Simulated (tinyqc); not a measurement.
Thin-body film or fin with hard walls, valleys of the Ge type: one step. Valley masses for the (110) face.

Four ellipsoidal valleys (eight halves) with their long axes along <111>, mass ml along the axis and mt across it. For a valley whose axis makes the angle theta with the surface normal, 1/m_z = cos^2(theta)/ml + sin^2(theta)/mt sets the confinement; in the plane the masses are m_1 = mt and m_2 = ml mt/m_z, and m_d = sqrt(m_1 m_2). The Gamma and Delta valleys are left out; the heavy Delta valleys, about 0.18 eV up, can lie lowest under strong confinement.

Parameters, chosen for this exercise (out of a larger set: near those of Ge; not measured data): ml = 1.611 m0 (longitudinal mass); mt = 0.08 m0 (transverse mass); face = 110 (face of the film or side wall of the fin).

Problem. Group the valleys by their angle to the normal, heaviest m_z first.

Give: Valleys (masses in m0).

Solution.

Valleys (masses in m0):

| valleys g | cos^2(theta) | m_z | m_1 | m_2 | m_d |
|---|---|---|---|---|---|
| 2 | 0.6667 | 0.2183 | 0.0800 | 0.5903 | 0.2173 |
| 2 | 0.0000 | 0.0800 | 0.0800 | 1.6110 | 0.3590 |

Program tinyqc; command `OMP_NUM_THREADS=1 python tinyqc.py 1280351 1280352 out.jsonl`; about 0.01 s on one thread of a shared Intel(R) Xeon(R) Processor @ 2.30GHz.
